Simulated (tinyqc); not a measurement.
MOS inversion layer, Poisson-Schroedinger loop: effect of the sheet density of electrons.

Electrons confined at an insulator interface at z = 0, treated as a hard wall; parabolic valleys, Hartree approximation, no image or exchange terms. The depletion charge lies far deeper than the electrons and gives a uniform field q Nd/(eps0 eps_r); the gate balances all charge. Energies are counted from the band edge at the interface.

Schroedinger equation -(C/mz) psi'' + (V0 + U + dE for set B) psi = E psi, C = hbar^2/(2 m0), psi(0) = 0, on a uniform mesh of 800 nodes with a far wall at 86 nm, 8 levels a set; V0 = q Nd z/(eps0 eps_r); dU/dz = q (Ns - integral of n from 0 to z)/(eps0 eps_r), U(0) = 0; N_k = g md m0 q Vt/(pi hbar^2) ln(1 + exp((EF - E_k)/Vt)), g the number of valleys of the set, sum N_k = Ns. Triangular well: E_k = a_k (C F^2/mz)^(1/3), a_1 = 2.338107, a_2 = 4.087949, C = hbar^2/(2 m0), F in eV/nm. Fang-Howard (all electrons in the lowest level of set A): b^3 = 6 (mz1/C) q (Nd + 11 Ns/32)/(eps0 eps_r), centroid 3/b, level C b^2/(4 mz1) + (3/b) q (Nd + 11 Ns/16)/(eps0 eps_r). The centroid adds 3.9 z_av/eps_r to an oxide-equivalent thickness.

Inputs (values chosen for the exercise); masses and permittivity close to those of silicon (100):

| symbol | value | unit | meaning |
|---|---|---|---|
| T | 300 | K | temperature |
| eps_r | 11.8 |  | relative permittivity |
| mz1 | 0.92 | m0 | mass along z of valley set A (2 valley(s)) |
| md1 | 0.188 | m0 | in-plane density-of-states mass of set A |
| mz2 | 0.192 | m0 | mass along z of valley set B (4 valley(s)) |
| md2 | 0.424 | m0 | in-plane density-of-states mass of set B |
| Nd | 1.7e11 | cm^-2 | sheet density of depletion charge |
| dE | 0 | eV | extra shift of set B (strain) |

Constants: q = 1.602176634e-19 C, kB = 1.380649e-23 J/K, hbar = 1.054571817e-34 J s, m0 = 9.1093837015e-31 kg, Vt = kB T/q, eps0 = 8.8541878128e-14 F/cm where lengths are in cm, hbar^2/(2 m0) = 0.0380998212 eV nm^2. Results are converted to the units shown.

Results:
```
Ns (cm^-2),A1 (meV),B1 (meV),EF (meV),share of A1 (%),share of set A (%),centroid z_av (nm),added oxide equivalent (nm),Fang-Howard centroid (nm)
1e11,20.4,33.4,-129,12.4,34.2,9.62,3.18,3.90
2.1e11,25.3,40.7,-102,14.2,35.5,8.80,2.91,3.69
4.5e11,34.6,54.5,-66.6,17.8,37.9,7.56,2.50,3.35
2.1e12,79.7,119,38.1,35.3,50.0,4.51,1.49,2.39
4.4e12,125,180,115,48.7,59.8,3.27,1.08,1.93
9.4e12,201,280,230,61.5,69.4,2.32,0.767,1.53
2e13,327,446,413,68.8,74.8,1.69,0.558,1.20
```

Estimate the missing row, Ns = 9.7e11 cm^-2.

Computed row:
```
Ns (cm^-2),A1 (meV),B1 (meV),EF (meV),share of A1 (%),share of set A (%),centroid z_av (nm),added oxide equivalent (nm),Fang-Howard centroid (nm)
9.7e11,51.2,78.6,-21.5,24.5,42.4,6.04,2.00,2.89
```

With this row back in the table: As Ns goes from 1e11 to 2e13, A1 rises from 20.4 to 327 meV, the share of A1 rises from 12.4 to 68.8 % and the centroid falls from 9.62 to 1.69 nm. A1 goes as Ns^(0.65) between the last two rows (a triangular well in the field of that charge alone gives 2/3). EF lies more than 2 meV above A1 for Ns = 9.4e12, 2e13. The Fang-Howard centroid is 59 % below the full one in the first row, where A1 holds 12.4 %, and 29 % below it in the last, where A1 holds 68.8 %. For Ns = 1e11, 2.1e11, 4.5e11, 9.7e11 the eighth level of a set still holds over 0.4 % of the electrons, so more levels and a farther wall would raise the centroid.

tinyqc, about 0.7 s, one thread, Intel Xeon 2.30GHz (shared host): `OMP_NUM_THREADS=1 python tinyqc.py 2160173 2160174 out.jsonl`
